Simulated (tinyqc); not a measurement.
Full spectrum, Debye and Einstein heat capacities: Born-von Karman spring model of a cubic crystal with one atom per cell. Computed by tinyqc, a small Python program. Command: `OMP_NUM_THREADS=1 python tinyqc.py 3030715 3030716 out.jsonl springs walk`. One thread of a shared host (Intel(R) Xeon(R) Processor @ 2.30GHz), about 0.1 s of CPU time with the checks.

First neighbours lie at a/2 (1,1,1) (8 of them), second at a (1,0,0) (6), with all permutations and signs; the volume per atom is Omega = a^3/2. Two shells of springs match a real metal only roughly, above all at the zone boundary.

Inputs (values chosen for the exercise, modelled on molybdenum): lattice constant a = 3.147 angstrom; atomic mass M = 95.95 u; radial spring k1L = 4.06 eV/angstrom^2; transverse spring k1T = -0.03 eV/angstrom^2; radial spring k2L = 2.9 eV/angstrom^2; transverse spring k2T = -0.16 eV/angstrom^2.

Lattice: bcc.

Constants: 1 eV/angstrom^3 = 160.2176634 GPa; u = 1.6605390666e-27 kg; hbar = 1.054571817e-34 J s; k_B = 1.380649e-23 J/K; nu for 1 eV/(angstrom^2 u) = 15.6333042 THz; h x 1 THz = 4.135667696 meV; k_B = 8.617333262e-05 eV/K.

Method:
- [ij,kl] = (1/(2 Omega)) sum_R K_ij R_k R_l; C11 = [xx,xx], C44 = [xx,yy], C12 = 2 [xy,xy] - C44; B = (C11 + 2 C12)/3; Zener ratio A = 2 C44/(C11 - C12). K(R) = kL n n^T + kT (1 - n n^T).
- rho = M/Omega and v = sqrt(C/rho), with C = C11, C44, C44 along [100]; (C11 + C12 + 2 C44)/2, C44, (C11 - C12)/2 along [110]; (C11 + 2 C12 + 4 C44)/3 and twice (C11 - C12 + C44)/3 along [111].
- Christoffel matrix G_xx = C11 n_x^2 + C44 (1 - n_x^2), G_xy = (C12 + C44) n_x n_y, with eigenvalues rho v^2; v_m^-3 is the mean of v^-3 over three branches and all directions (12 Gauss-Legendre points in cos(theta) times 24 angles phi = (j + 1/2) pi/12); q_D = (6 pi^2/Omega)^(1/3); Theta = hbar v_m q_D/k_B.
- A neighbour at R with unit vector n couples by the matrix K(R) = kL n n^T + kT (1 - n n^T), and D(q) = (1/M) sum_R K(R) [1 - cos(q.R)].
- An eigenvalue lambda of D in eV/(angstrom^2 u) gives nu = 15.6333042 THz x sqrt(lambda).
- Mesh: q = sum_i (m_i + 1/2)/n b_i, m_i = 0..n-1, with b = [[0, 1, 1], [1, 0, 1], [1, 1, 0]] in 2 pi/a; sums are averages over the n^3 points (here n = 14), per atom.
- With x = h nu/(k_B T) and n = 1/(exp(x) - 1) for each mode: F = k_B T [x/2 + ln(1 - exp(-x))], U = k_B T x (n + 1/2), S/k_B = x n - ln(1 - exp(-x)), C/k_B = x^2 n (n + 1).
- Debye: C = 9 k_B (T/Theta)^3 int_0^(Theta/T) x^4 e^x/(e^x - 1)^2 dx with the elastic Theta. Einstein: three modes at the root-mean-square frequency. The last column is the Theta that makes the Debye formula give the full C at that T.

elastic Debye temperature = 466.246 K

root-mean-square frequency = 6.3493 THz

Heat capacity (k_B/atom):
```
T (K)  full spectrum   Debye  Einstein  Theta from C (K)
56            0.5746  0.3742    0.3883            391.40
84            1.2395  0.9243    1.1074            389.96
120           1.8601  1.5610    1.7995            390.97
160           2.2627  2.0312    2.2367            391.82
230           2.6047  2.4638    2.5972            392.55
350           2.8191  2.7498    2.8175            393.01
470           2.8976  2.8574    2.8971            393.17
700           2.9532  2.9345    2.9531            393.29
```

What does the comparison show, and why?

The apparent Theta runs from 390 to 393 K against the elastic 466 K; at high T it tends to sqrt(5/3) h nu_rms/k_B = 393 K. At the lowest T the Debye value is 0.65 and the Einstein value 0.68 times the full one; dispersion bends the branches below the sound lines, so the real spectrum has more low modes than Debye assumes. At the highest T Debye misses by 0.63 % and Einstein by 0.0036 %.

Extremes, crossings and ranges named in words are read from the listed rows.
